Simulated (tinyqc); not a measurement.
# Changing the drawn line width w

Model: size effects in the resistivity of thin metal films and interconnect lines. Computed by tinyqc, a small Python program. Command: `OMP_NUM_THREADS=1 python tinyqc.py 3012264 3012265 out.jsonl size sweep`. One thread of a shared host (Intel(R) Xeon(R) Processor @ 2.30GHz), about 0.01 s of CPU time with the checks.

Electrons lose their drift at surfaces (a share 1 - p of the hits) and at grain boundaries (reflection R), besides bulk scattering. The line sits in a trench with a non-conducting liner on both walls and the bottom; the spacing equals the drawn width.

Inputs (values chosen for the exercise, modelled on molybdenum):
```
quantity,value,unit
bulk resistivity rho_b,5.28,microohm cm
bulk mean free path lambda,11.4,nm
specularity p,0,-
grain-boundary reflection R,0.35,-
grain size over metal width,0.79,-
aspect ratio (height over width),1.9,-
liner thickness t,2.5,nm
line length,7.8,micrometre
permittivity of the dielectric k,2.7,-
```

Geometry: line.

Constants: eps_0 = 8.8541878128e-12 F/m.

Method:
- Metal width w_m = w - 2t, height h_m = (aspect ratio) w - t, grain size D = (ratio) w_m.
- Mayadas-Shatzkes: alpha = (lambda/D) R/(1 - R); rho_b/rho = 1 - 3 alpha/2 + 3 alpha^2 - 3 alpha^3 ln(1 + 1/alpha).
- Fuchs-Sondheimer film: rho_b/rho = 1 - (3/(2 kappa))(1 - p) int_0^1 (s - s^3)(1 - exp(-kappa/s))/(1 - p exp(-kappa/s)) ds, f = rho/rho_b, kappa = thickness/lambda, 80 Gauss-Legendre points.
- Line: the excess of a film of thickness w_m and of a film of thickness h_m are added, rho/rho_b = 1 + (f(w_m) - 1) + (f(h_m) - 1), an estimate that holds best when both sides exceed lambda.
- Total: rho = rho_b [1 + surface excess + grain excess]; resistance per length rho/(w_m h_m); capacitance per length C = 2 k eps_0 (aspect ratio + 1/2), a parallel-plate estimate for two neighbours plus a fixed term for the planes above and below; delay 0.38 R C L^2; effective resistivity per drawn area.

One run for each value:
```
drawn line width w (nm),resistance per length (ohm/micrometre),resistivity rho (microohm cm),effective resistivity per drawn area (microohm cm),rho/rho_b from surfaces,rho/rho_b from grains
9.3,4.043e+03,26.38,66.44,2.534,3.461
14.0,7.276e+02,15.78,27.10,1.795,2.193
22.0,1.634e+02,10.91,15.02,1.425,1.642
53.0,1.542e+01,7.27,8.23,1.143,1.233
81.0,5.679e+00,6.53,7.08,1.089,1.149
130.0,1.977e+00,6.04,6.35,1.053,1.091
190.0,8.739e-01,5.80,5.99,1.036,1.062
300.0,3.348e-01,5.60,5.72,1.022,1.039
```

Give the missing row, drawn line width w (nm) = 34.0.

Computed row; columns: (1) drawn line width w (nm); (2) resistance per length (ohm/micrometre); (3) resistivity rho (microohm cm); (4) effective resistivity per drawn area (microohm cm); (5) rho/rho_b from surfaces; (6) rho/rho_b from grains:
```
(1)         (2)   (3)    (4)    (5)    (6)
34.0  4.765e+01  8.58  10.47  1.243  1.382
```

Interpolating between the two neighbouring rows (the first column on a logarithmic scale, the others too where they are positive) misses most in effective resistivity per drawn area (microohm cm), by 6.6 %. Over the rows, resistance per length (ohm/micrometre) falls from 4040 to 0.335 (exponent d ln y / d ln x -4.2 between the first rows and -2.1 between the last); resistivity rho (microohm cm) falls from 26.4 to 5.60 (exponent d ln y / d ln x -1.3 between the first rows and -0.074 between the last); effective resistivity per drawn area (microohm cm) falls from 66.4 to 5.72 (exponent d ln y / d ln x -2.2 between the first rows and -0.10 between the last).  Left out: 6.00 (the liner leaves almost no metal).
